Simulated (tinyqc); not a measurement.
The same stress in different states: Raman shift of the zone-centre optical phonon of a diamond-structure crystal under stress. Computed by tinyqc, a small Python program. Command: `OMP_NUM_THREADS=1 python tinyqc.py 3023273 3023274 out.jsonl ramanstress walk`. One thread of a shared host (Intel(R) Xeon(R) Processor @ 2.30GHz), about 0.01 s of CPU time with the checks.

Axes x, y, z are the cube axes. Strain shifts the threefold optical mode and can split it; p, q and r are the phonon deformation potentials.

Inputs (values chosen for the exercise, modelled on diamond):
```
quantity                         value  unit
unstrained frequency omega_0      1330  1/cm
p/omega_0^2                      -2.73     -
q/omega_0^2                      -1.75     -
r/omega_0^2                      -1.97     -
C11                               1064   GPa
C12                              123.5   GPa
C44                                571   GPa
stress sigma (tension positive)   0.24   GPa
```

Stress state: biaxial. Axis: [001].

Method:
- S11 = (C11 + C12)/D, S12 = -C12/D, D = (C11 - C12)(C11 + 2 C12), S44 = 1/C44.
- eps_xx = S11 sigma_xx + S12 (sigma_yy + sigma_zz), and cyclic; eps_xy = S44 sigma_xy/2 (tensor strain).
- Secular matrix: M_xx = p eps_xx + q (eps_yy + eps_zz), M_xy = 2 r eps_xy; its eigenvalues are omega^2 - omega_0^2, and the shifts are these over 2 omega_0.
- Uniaxial: sigma n n^T; biaxial: sigma (1 - n n^T); hydrostatic: sigma 1. The line seen from (001) is taken as unresolved, at the intensity-weighted shift M_zz/(2 omega_0).

S44 = 1.75131 1/TPa

S11 = 0.963102 1/TPa

S12 = -0.100163 1/TPa

Shifts (1/cm):
```
state                    lowest    middle   highest  line seen from (001)
uniaxial [100]         -0.36368  -0.19738  -0.19738              -0.19738
uniaxial [110]         -0.55585  -0.19738  -0.00521              -0.19738
uniaxial [001]         -0.36368  -0.19738  -0.19738              -0.36368
uniaxial [111]         -0.61990  -0.06927  -0.06927              -0.25281
biaxial, normal [001]  -0.56106  -0.56106  -0.39475              -0.39475
biaxial, normal [111]  -0.68917  -0.68917  -0.13853              -0.50562
hydrostatic            -0.75843  -0.75843  -0.75843              -0.75843
```

What follows from these numbers?

Seen from (001), uniaxial stress along [100] and along [110] give the same shift (-0.197), and equal biaxial stress in the plane gives twice as much (-0.395), since only sigma_xx + sigma_yy and sigma_zz enter M_zz. Stress along [001] gives -0.364. One measured shift therefore fixes the stress only once its state is assumed: read as uniaxial in the plane, a shift implies twice the stress that it does read as biaxial.

Extremes, crossings and ranges named in words are read from the listed rows.
